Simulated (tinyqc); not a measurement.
Surface Green function of a square-lattice strip three rows wide, Sancho-Rubio decimation: effect of the broadening.

A semi-infinite lead of cells 0, 1, 2, ... with H0 inside a cell and H1 = <cell i|H|cell i + 1>. A cell is one column of three sites. z = E + i eta.

Start with e_s = e = H0, a = H1, b = H1^dagger. Each round: g = (z - e)^(-1); e_s <- e_s + a g b; e <- e + a g b + b g a; a <- a g a; b <- b g b (all with the old a, b). Round k joins cells 2^k apart. Stop when the largest entry of the matrices a and b is below 1e-12 eV; g_s = (z - e_s)^(-1), bulk (z - e)^(-1), density of states -Im Tr/pi. The last column counts the steps of the plain recursion g <- (z - H0 - H1 g H1^dagger)^(-1), one cell a step from g = (z - H0)^(-1), until no entry changes by more than 1e-8 1/eV.

Parameters, values chosen for the exercise:

| symbol | value | unit | meaning |
|---|---|---|---|
| E | 1.83 | eV | energy |

H0 (eV):

|  | 1 | 2 | 3 |
|---|---|---|---|
| 1 | 0.47 | -0.72 | 0 |
| 2 | -0.72 | 0.37 | -0.72 |
| 3 | 0 | -0.72 | -0.02 |

H1 (eV):

|  | 1 | 2 | 3 |
|---|---|---|---|
| 1 | -0.9 | 0 | 0 |
| 2 | 0 | -0.9 | 0 |
| 3 | 0 | 0 | -0.9 |

Effect of the broadening:

| eta (eV) | rounds | surface density of states (1/eV) | plain steps |
|---|---|---|---|
| 0.3 | 8 | 0.4475 | 55 |
| 0.09 | 10 | 0.4800 | 184 |
| 0.04 | 11 | 0.4920 | 414 |
| 0.02 | 12 | 0.4976 | 829 |
| 0.009 | 13 | 0.5009 | 1844 |
| 0.004 | 14 | 0.5024 | 4151 |

What does the comparison show?

The rounds go from 8 to 14 and the plain steps from 55 to 4151. Inside a band the plain recursion needs a number of steps that grows as 1/eta, the decimation only as log2(1/eta). The density of states tends to 0.5037 1/eV as eta goes to zero; the first row is 11 % below that and the last 0.25 % below it.

Computed by the program tinyqc: `OMP_NUM_THREADS=1 python tinyqc.py 2680011 2680012 out.jsonl`, one thread of a shared Intel Xeon 2.30GHz, about 0.07 s for the whole run.
